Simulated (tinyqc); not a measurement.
Worked calculation: defect equilibria of an oxide against oxygen pressure (mass action). Computed by tinyqc, a small Python program that keeps every step. Command: `OMP_NUM_THREADS=1 python tinyqc.py 3005089 3005090 out.jsonl brouwer walk`. One thread of a shared host (Intel(R) Xeon(R) Processor @ 2.30GHz), about 0.01 s of CPU time with the checks. Intermediate numbers are printed to about 7 digits and carried at full precision; extremes and crossings named in words are read from the listed rows.

Defects: oxygen vacancies V (charge +2), electrons n, holes p, the ionic partner X = O_i'' (charge -2). Activities are taken equal to concentrations.

Inputs (values chosen for the exercise, for a model oxide):
```
quantity                           value             unit
reduction enthalpy H_r              3.34               eV
prefactor K_r0                   2.5e+68  cm^-9 atm^(1/2)
gap E_g                             3.67               eV
prefactor N_c N_v                5.8e+42            cm^-6
disorder enthalpy H_s               2.59               eV
prefactor K_s0                   2.8e+44            cm^-6
dopant density N_d                     0            cm^-3
temperature T                        900                K
oxygen pressure P                    0.6              atm
electron mobility mu_n              0.85       cm^2/(V s)
hole mobility mu_p                  0.28       cm^2/(V s)
vacancy diffusion prefactor D_0   0.0031           cm^2/s
vacancy migration energy E_m        0.66               eV
```

Ionic disorder: anion Frenkel. Dopant (singly charged, fully ionised): none.

Constants: k_B = 8.617333262e-05 eV/K; e = 1.602176634e-19 C.

## Equilibrium constants

K_r = K_r0 exp(-H_r/k_B T) = [V] n^2 P^(1/2); K_i = N_c N_v exp(-E_g/k_B T) = n p; K_s = K_s0 exp(-H_s/k_B T) = [X] [V].

K_r = 4.951801e+49 cm^-9 atm^(1/2)

K_i = 1.630544e+22 cm^-6

K_s = 8.786105e+29 cm^-6

## Trial electron densities

Neutrality: 2 [V] + p = n + 2 [X]. With n as the unknown, [V] = K_r/(n^2 P^(1/2)), p = K_i/n, [X] = K_s/[V]; the log ratio is ln(positive/negative).

Densities (cm^-3):
```
n                  [V]             p           [X]  log ratio
1.00e+15  6.392748e+19  1.630544e+07  1.374386e+10   11.75862
1.00e+16  6.392748e+17  1.630544e+06  1.374386e+12    4.85062
1.00e+17  6.392748e+15  1.630544e+05  1.374386e+14   -2.05960
1.00e+18  6.392748e+13  1.630544e+04  1.374386e+16   -8.99173
1.00e+19  6.392748e+11  1.630544e+03  1.374386e+18  -16.11522
```

## Solution at the given pressure

The root is found by 60 bisections in ln n between n = 1e-10 and 1e25 cm^-3.

n = 5.035458e+16 cm^-3

[V] = 2.521214e+16 cm^-3

p = 323812.5 cm^-3

[X] = 3.484871e+13 cm^-3

The largest terms give the Brouwer balance 2 [V] = n; the smaller of the two terms is 100 % of the total charge of one sign.

## Conductivities

sigma_n = e n mu_n, sigma_p = e p mu_p, sigma_ion = 2 e [V] mu_V with mu_V = 2 e D/(k_B T) and D = D_0 exp(-E_m/k_B T); only the oxygen vacancies carry ionic current, and the ionic transport number is sigma_ion over the total.

sigma_n = 0.006857539 S/cm

sigma_p = 1.452653e-14 S/cm

sigma_ion = 1.301035e-07 S/cm

total conductivity = 0.006857669 S/cm

ionic transport number = 1.897197e-05

The conductor is mainly n-type electronic here.

## Brouwer diagram

The slope is d log n / d log P from this row and the one above; the last column names the largest term on each side. Pressures that give more than 3e21 cm^-3 are left out.

Log10 of the densities in cm^-3:
```
log10 P (atm)         n       [V]         p       [X]  slope of n    balance
-28            21.33193  21.03090  0.880401   8.91290           -  2 [V] = n
-24            20.66526  20.36423  1.547068   9.57956  -0.1666667  2 [V] = n
-20            19.99860  19.69757  2.213735  10.24623  -0.1666667  2 [V] = n
-16            19.33193  19.03090  2.880401  10.91290  -0.1666667  2 [V] = n
-12            18.66526  18.36423  3.547068  11.57956  -0.1666667  2 [V] = n
-8             17.99860  17.69757  4.213735  12.24623  -0.1666668  2 [V] = n
-4             17.33192  17.03092  4.880412  12.91287  -0.1666693  2 [V] = n
0              16.66503  16.36471  5.547305  13.57909  -0.1667232  2 [V] = n
```

Regimes: 2 [V] = n from log P = -28 to 0, where that balance predicts a slope of -1/6 and the table comes as close as -0.167. Rows with n or p near or above sqrt(N_c N_v) are degenerate, and n p = K_i is then only nominal.

## Conductivity against oxygen pressure

The formulas are those given above.

Log10 of the conductivities in S/cm:
```
log10 P (atm)     n-type     p-type      ionic      total  ionic transport number
-28             2.466060  -18.46773  -2.256420   2.466069            1.894575e-05
-24             1.799394  -17.80106  -2.923086   1.799402            1.894575e-05
-20             1.132727  -17.13440  -3.589753   1.132735            1.894575e-05
-16             0.466060  -16.46773  -4.256420   0.466069            1.894575e-05
-12            -0.200606  -15.80106  -4.923086  -0.200598            1.894575e-05
-8             -0.867273  -15.13440  -5.589752  -0.867265            1.894582e-05
-4             -1.533951  -14.46772  -6.256398  -1.533942            1.894719e-05
0              -2.200844  -13.80083  -6.922612  -2.200835            1.897684e-05
```

The ionic transport number stays at or below about 1.9e-5: no electrolytic window. The total has no minimum inside this range.

Checks made by the program: the three mass-action laws (relative difference below 1e-10).
